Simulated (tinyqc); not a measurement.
Inside a calculation. Model: defect equilibria of an oxide against oxygen pressure (mass action). Computed by tinyqc, a small Python program that keeps every step. Command: `OMP_NUM_THREADS=1 python tinyqc.py 3008938 3008939 out.jsonl brouwer walk`. One thread of a shared host (Intel(R) Xeon(R) Processor @ 2.30GHz), about 0.01 s of CPU time with the checks. Intermediate numbers are printed to about 6 digits and carried at full precision; extremes and crossings named in words are read from the listed rows.

Defects: oxygen vacancies V (charge +2), electrons n, holes p, the ionic partner X = O_i'' (charge -2), and the dopant. Activities are taken equal to concentrations.

Inputs (values chosen for the exercise, for a model oxide):
```
quantity,value,unit
reduction enthalpy H_r,4.29,eV
prefactor K_r0,2.7e+67,cm^-9 atm^(1/2)
gap E_g,2.41,eV
prefactor N_c N_v,3.9e+42,cm^-6
disorder enthalpy H_s,3.36,eV
prefactor K_s0,4.9e+44,cm^-6
dopant density N_d,9.8e+19,cm^-3
temperature T,1300,K
oxygen pressure P,1e-18,atm
electron mobility mu_n,2.3,cm^2/(V s)
hole mobility mu_p,0.01,cm^2/(V s)
vacancy diffusion prefactor D_0,0.028,cm^2/s
vacancy migration energy E_m,0.55,eV
```

Ionic disorder: anion Frenkel. Dopant (singly charged, fully ionised): acceptor.

Constants: k_B = 8.617333262e-05 eV/K; e = 1.602176634e-19 C.

## Equilibrium constants

K_r = K_r0 exp(-H_r/k_B T) = [V] n^2 P^(1/2); K_i = N_c N_v exp(-E_g/k_B T) = n p; K_s = K_s0 exp(-H_s/k_B T) = [X] [V].

K_r = 6.31096e+50 cm^-9 atm^(1/2)

K_i = 1.77048e+33 cm^-6

K_s = 4.61645e+31 cm^-6

## Trial electron densities

Neutrality: 2 [V] + p = n + 2 [X] + N_d. With n as the unknown, [V] = K_r/(n^2 P^(1/2)), p = K_i/n, [X] = K_s/[V]; the log ratio is ln(positive/negative).

Densities (cm^-3):
```
n,[V],p,[X],log ratio
1.00e+18,6.31096e+23,1.77048e+15,7.31496e+07,9.4532
1.00e+19,6.31096e+21,1.77048e+14,7.31496e+09,4.7611
1.00e+20,6.31096e+19,1.77048e+13,7.31496e+11,-0.4502
1.00e+21,6.31096e+17,1.77048e+12,7.31496e+13,-6.7684
1.00e+22,6.31096e+15,1.77048e+11,7.31496e+15,-13.5924
```

## Solution at the given pressure

The root is found by 60 bisections in ln n between n = 1e-10 and 1e25 cm^-3.

n = 8.34122e+19 cm^-3

[V] = 9.07061e+19 cm^-3

p = 2.12257e+13 cm^-3

[X] = 5.08946e+11 cm^-3

The largest terms give the Brouwer balance 2 [V] = N_d; the smaller of the two terms is 54 % of the total charge of one sign, so the point lies near a boundary between regimes.

## Conductivities

sigma_n = e n mu_n, sigma_p = e p mu_p, sigma_ion = 2 e [V] mu_V with mu_V = 2 e D/(k_B T) and D = D_0 exp(-E_m/k_B T); only the oxygen vacancies carry ionic current, and the ionic transport number is sigma_ion over the total.

sigma_n = 30.7375 S/cm

sigma_p = 3.40073e-08 S/cm

sigma_ion = 0.107161 S/cm

total conductivity = 30.8446 S/cm

ionic transport number = 0.00347421

The conductor is mainly n-type electronic here.

## Brouwer diagram

The slope is d log n / d log P from this row and the one above; the last column names the largest term on each side. Pressures that give more than 3e21 cm^-3 are left out.

Log10 of the densities in cm^-3:
```
log10 P (atm),n,[V],p,[X],slope of n,balance
-24,21.0208,20.7585,12.2273,10.9058,-,2 [V] = n
-20,20.3103,20.1794,12.9378,11.4849,-0.177614,2 [V] = n
-16,19.4948,19.8104,13.7532,11.8539,-0.203869,2 [V] = N_d
-12,18.5473,19.7055,14.7008,11.9588,-0.236893,2 [V] = N_d
-8,17.5542,19.6918,15.6939,11.9725,-0.248277,2 [V] = N_d
-4,16.5550,19.6901,16.6931,11.9742,-0.249797,2 [V] = N_d
0,15.5560,19.6880,17.6921,11.9763,-0.249736,2 [V] = N_d
```

Regimes: 2 [V] = n from log P = -24 to -20, where that balance predicts a slope of -1/6 and the table comes as close as -0.178; 2 [V] = N_d from log P = -16 to 0, where that balance predicts a slope of -1/4 and the table comes as close as -0.250. Rows with n or p near or above sqrt(N_c N_v) are degenerate, and n p = K_i is then only nominal.

## Conductivity against oxygen pressure

The formulas are those given above.

Log10 of the conductivities in S/cm:
```
log10 P (atm),n-type,p-type,ionic,total,ionic transport number
-24,2.58722,-8.56798,-0.16906,2.58798,0.001750
-20,1.87676,-7.85752,-0.74816,1.87779,0.002366
-16,1.06129,-7.04205,-1.11720,1.06416,0.006586
-12,0.11371,-6.09447,-1.22206,0.13331,0.044120
-8,-0.87939,-5.10137,-1.23584,-0.72098,0.305591
-4,-1.87858,-4.10218,-1.23747,-1.14761,0.813098
0,-2.87753,-3.10323,-1.23958,-1.22392,0.964594
```

The ionic transport number exceeds 0.9 in the rows log P = 0: the electrolytic window. The total has no minimum inside this range.

Checks made by the program: the three mass-action laws (relative difference below 1e-10).
